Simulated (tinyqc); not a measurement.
# Charge-trap memory cell, step by step

Computed by the program tinyqc: `OMP_NUM_THREADS=1 python tinyqc.py 2130038 2130039 out.jsonl`, one thread of a shared Intel Xeon 2.30GHz, about 0.04 s for the whole run. Printed values are rounded.

Channel, tunnel oxide, storage layer, blocking layer, gate. N electrons per area sit in a sheet at the centroid and shift the threshold by U = (q/eps0) N (tb/eb + xc tn/en). EOT = t1 + 3.9 (tn/en + tb/eb); tunnel field F = (Vg - U)/EOT; dN/dt = eta (J/q)(1 - N/Nm). Fowler-Nordheim: J = A F^2 exp(-B/F), A = q^2/(16 pi^2 hbar mo phi) (times 1e14 for A/cm^2 with F in V/nm, emitter mass m0), B = (4/3) sqrt(mo/C) phi^1.5, C = hbar^2/(2 m0).

Values chosen for this exercise; oxide values close to those of silicon dioxide, storage layer close to silicon nitride, blocking layer close to silicon dioxide: tunnel barrier phi = 3.12 eV; tunnelling mass mo = 0.48 m0; tunnel oxide (permittivity 3.9) t1 = 5.1 nm; storage layer tn = 5.6 nm; its relative permittivity en = 7.1; blocking layer tb = 5.4 nm; its relative permittivity eb = 3.9; charge centroid, share of tn counted from the blocking side xc = 0.3; capture efficiency of an empty layer eta = 0.94; trap density Nm = 1.2e13 cm^-2; storage temperature T = 398 K; shallowest trap depth E1 = 0.93 eV; deepest trap depth E2 = 1.92 eV; attempt frequency nu = 1e13 1/s; gate voltage less flat band and surface potential Vg = 17.5 V; first time step d0 = 1.5e-7 s; growth of the step gr = 1.6; steps n = 9.

Constants: q = 1.602176634e-19 C, kB = 1.380649e-23 J/K, hbar = 1.054571817e-34 J s, m0 = 9.1093837015e-31 kg, Vt = kB T/q, eps0 = 8.8541878128e-14 F/cm where lengths are in cm, hbar^2/(2 m0) = 0.0380998212 eV nm^2. Results are converted to the units shown.

Range of the model: The Fowler-Nordheim form needs F t1 above phi; trap-assisted paths and leakage through the blocking layer are left out.

## Constants of the stack

EOT, the shift for 1e12 electrons per cm^2, the shift with all traps full, and the starting field, current and rate.

EOT = 13.5761 nm
shift for 1e12 cm^-2 = 0.293365 V
shift with all traps full = 3.52037 V
F(0) = 1.28903 V/nm
J(0) = 0.279174 A/cm^2
dN/dt at the start = 1.63792e18 cm^-2 s^-1

## Midpoint steps of growing length

N(half) = N + (d/2) r(N), N(new) = N + d r(N(half)), r = dN/dt; the step starts at d0 and is multiplied by gr each time. Field in the blocking layer (3.9 F + q N/eps0)/eb.

| step | t (s) | N (cm^-2) | U (V) | F (V/nm) | blocking field (V/nm) |
|---|---|---|---|---|---|
| 0 | 0 | 0 | 0.00000 | 1.28903 | 1.28903 |
| 1 | 1.5e-7 | 2.32269e11 | 0.06814 | 1.28402 | 1.29479 |
| 2 | 3.9e-7 | 5.57962e11 | 0.16369 | 1.27698 | 1.30287 |
| 3 | 7.74e-7 | 9.91742e11 | 0.29094 | 1.26760 | 1.31362 |
| 4 | 1.38840e-6 | 1.53650e12 | 0.45075 | 1.25583 | 1.32712 |
| 5 | 2.37144e-6 | 2.18073e12 | 0.63975 | 1.24191 | 1.34309 |
| 6 | 3.94430e-6 | 2.90189e12 | 0.85131 | 1.22633 | 1.36097 |
| 7 | 6.46089e-6 | 3.67333e12 | 1.07763 | 1.20966 | 1.38009 |
| 8 | 1.04874e-5 | 4.47017e12 | 1.31139 | 1.19244 | 1.39984 |
| 9 | 1.69299e-5 | 5.27217e12 | 1.54667 | 1.17511 | 1.41972 |

A converged integration gives U = 1.577 V at the last time; the steps are 1.9 % below that. The tunnel field falls by 8.84 % while the blocking field rises by 10.1 %.

## Retention after ten years

Retention: filled traps are spread evenly in depth from E1 to E2, and each empties at the rate nu exp(-E/kB T). The share left is the mean of exp(-nu t exp(-E/kB T)) = [kB T/(E2 - E1)] [E1x(nu t exp(-E2/kB T)) - E1x(nu t exp(-E1/kB T))], E1x the exponential integral; traps shallower than about Ed = kB T ln(nu t) are empty. t = 3.15576e8 s.

Ed = 1.69782 eV
share left = 0.204479
loss a decade while Ed lies between E1 and E2, kB T ln 10/(E2 - E1) = 0.0797694

The sharp-edge estimate (E2 - Ed)/(E2 - E1) is 0.224; the true edge lies 0.577 kB T deeper.
